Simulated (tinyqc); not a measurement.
# Changing the gamma-ray energy E

Model: thermal displacements in the Debye model: Debye-Waller factors, bond-length spread and the Lindemann rule. Computed by tinyqc, a small Python program. Command: `OMP_NUM_THREADS=1 python tinyqc.py 3012305 3012306 out.jsonl debyewaller sweep`. One thread of a shared host (Intel(R) Xeon(R) Processor @ 2.30GHz), about 0.01 s of CPU time with the checks.

A Debye spectrum with three branches of one velocity, cut at k_B Theta; 2 atoms per cube, nearest neighbours at d = 0.866025 a.

Inputs (values chosen for the exercise, modelled on iron): atomic mass M = 55.85 u; Debye temperature Theta = 412 K; temperature T = 300 K.

Structure: bcc.

Constants: hbar^2/u = 4.18015928e-03 eV angstrom^2; k_B = 8.617333262e-05 eV/K; e = 1.602176634e-19 C; u = 1.6605390666e-27 kg; c = 299792458 m/s; hbar = 6.582119569e-16 eV s.

Method:
- <u_x^2> = (3 hbar^2/(2 M k_B Theta)) int_0^1 s coth(s Theta/(2T)) ds (64 Gauss-Legendre points); it tends to 3 hbar^2/(4 M k_B Theta) at T = 0 and to 3 hbar^2 T/(M k_B Theta^2) at high T.
- B = 8 pi^2 <u_x^2>.
- A nucleus of this mass is supposed to emit a gamma ray of the energy chosen: recoil energy E_R = E^2/(2 M c^2), wave number k_g = E/(hbar c), recoil-free fraction f = exp(-k_g^2 <u_x^2>).

One run for each value:
```
gamma-ray energy E (keV)  recoil-free fraction f  recoil energy (meV)  k_g (1/angstrom)
4.0                                    9.803e-01            1.538e-01              2.03
6.0                                    9.562e-01            3.460e-01              3.04
10.0                                   8.831e-01            9.611e-01              5.07
14.4                                   7.727e-01            1.993e+00              7.30
22.0                                   5.478e-01            4.652e+00             11.15
35.0                                   2.180e-01            1.177e+01             17.74
50.0                                   4.465e-02            2.403e+01             25.34
70.0                                   2.258e-03            4.709e+01             35.47
```

Over the rows, recoil-free fraction f falls from 0.980 to 0.00226 (exponent d ln y / d ln x -0.061 between the first rows and -8.9 between the last); recoil energy (meV) rises from 0.154 to 47.1 (exponent d ln y / d ln x about 2.0 throughout); k_g (1/angstrom) rises from 2.03 to 35.5 (exponent d ln y / d ln x about 1.0 throughout). ln f goes as -E^2, so only low-energy gamma rays leave without recoil at this T.
